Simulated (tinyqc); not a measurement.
Inside a calculation: shallow donor in effective-mass theory, with valley-orbit splitting. Values are carried at full precision from step to step, so a last printed digit may differ when a step is redone from the rounded ones.

Constants: Ry = 13.60569312 eV; a0 (Bohr radius) = 0.5291772105 angstrom; hbar^2/2m0 = 3.80998211 eV angstrom^2; e^2/(4 pi eps0) = 14.39964547 eV angstrom.

Values chosen for the exercise (near those of a group-V donor in Si; shifted at random, so the results belong to these values and not to a real crystal):
```
symbol  value  unit      meaning
ml      0.915  m0        longitudinal mass
mt      0.195  m0        transverse mass
eps     11.4             dielectric constant
a       24.5   angstrom  trial radius across the axis
b       14     angstrom  trial radius along the axis
E0      -31.8  meV       single-valley level
D0      3.84   meV       central-cell shift
D1      2.16   meV       coupling of perpendicular valleys
D2      1.46   meV       coupling of opposite valleys
Ds      -30.6  meV       strain splitting: z valleys less the others
```

## Hydrogen-like estimates

Ry* = Ry m/eps^2 and a* = a0 eps/m for four choices of one mass: mt, the conductivity mass 3/(1/ml + 2/mt), the density-of-states mass (ml mt^2)^(1/3), and ml.

Estimates:
```
mass               m (m0)  Ry* (meV)  a* (angstrom)
mt                 0.1950      20.41          30.94
conductivity       0.2643      27.67          22.82
density of states  0.3265      34.18          18.48
ml                 0.9150      95.79           6.59
```

## Energy of one trial function

One valley: H = -c [(d2/dx2 + d2/dy2)/mt + (d2/dz2)/ml] - q/(eps r), c = hbar^2/2m0, q = e^2/(4 pi eps0). Trial function exp(-sqrt((x^2 + y^2)/a^2 + z^2/b^2)) with a > b: T = (c/3)(2/(mt a^2) + 1/(ml b^2)), V = -(q/eps) atan(u/b)/u, u = sqrt(a^2 - b^2). The central cell of the impurity is left out.

Evaluate T, V and E. Scaling both radii by f changes T to T/f^2 and V to V/f, so the best factor is f = -2T/V, with energy -V^2/(4T).

T = 28.782 meV
V = -60.471 meV
E = -31.689 meV
best scale factor = 0.9519
energy after scaling = -31.762 meV

The virial ratio -V/T is 2.101; it is 2 at the best scale. Scaling gains 0.073 meV.

## Scan over the shape

For each ratio b/a = 0.2, 0.3, ..., 0.9 the best scale follows from a = -2 T1/V1, with T1 and V1 taken at a = 1 angstrom.

Scan:
```
b/a  a (angstrom)  b (angstrom)  E (meV)
0.2         54.07         10.81  -16.327
0.3         33.94         10.18  -24.699
0.4         27.16         10.87  -29.408
0.5         24.33         12.16  -31.394
0.6         23.06         13.84  -31.746
0.7         22.54         15.78  -31.202
0.8         22.43         17.95  -30.196
0.9         22.55         20.30  -28.974
```

The best listed ratio is 0.6; (mt/ml)^(1/2) = 0.46 and (mt/ml)^(1/3) = 0.60 are common guesses.

## The minimum

Minimise over a and b. The Mott estimate n_c = (0.25/a_m)^3 uses a_m = (a^2 b)^(1/3); 1/angstrom^3 = 1e24/cm^3.

a = 23.24 angstrom
b = 13.47 angstrom
E = -31.766 meV
a_m = 19.38 angstrom
n_c = 2.15 x 1e18/cm^3

b/a = 0.580. The binding energy is 1.556 times Ry*(mt). The central cell of a real donor shrinks the orbit and raises n_c (3.7 x 1e18/cm^3 for P in Si).

## The valley-orbit matrix

Basis: the 1s envelopes of the valleys +x, -x, +y, -y, +z, -z. Diagonal E0 - D0, element -D2 between opposite valleys and -D1 between perpendicular ones. Strain along [001] adds 2 Ds/3 to the z valleys and -Ds/3 to the others.

Fill it in with the strain.

H (meV), lower triangle:
```
         +x       -x       +y       -y       +z       -z
+x  -25.440
-x   -1.460  -25.440
+y   -2.160   -2.160  -25.440
-y   -2.160   -2.160   -1.460  -25.440
+z   -2.160   -2.160   -2.160   -2.160  -56.040
-z   -2.160   -2.160   -2.160   -2.160   -1.460  -56.040
```

## Levels and ground state

Diagonalise. For the lowest state give the amplitudes (positive) and (sum of amplitudes)^2/6, the contact density relative to no strain.

levels (meV): -58.851  -54.580  -29.869  -23.980  -23.980  -22.580

amplitudes: +x 0.1079, -x 0.1079, +y 0.1079, -y 0.1079, +z 0.6904, -z 0.6904

relative contact density = 0.5476

The z valleys hold 95.3 % of the ground state, against 33.3 % without strain.

## Checks

- Energy from 21 anisotropic Gaussians against the two-parameter function, meV: -31.81 against -31.77.
- Unstrained levels against E0 - D0 - 4 D1 - D2 (A1), E0 - D0 + D2 (T2, threefold) and E0 - D0 + 2 D1 - D2 (E, twofold): they agree to 1e-10 or better.

(tinyqc, `OMP_NUM_THREADS=1 python tinyqc.py 1282538 1282539 out.jsonl`, Intel(R) Xeon(R) Processor @ 2.30GHz, 1 thread, shared host, about 0.01 s.)
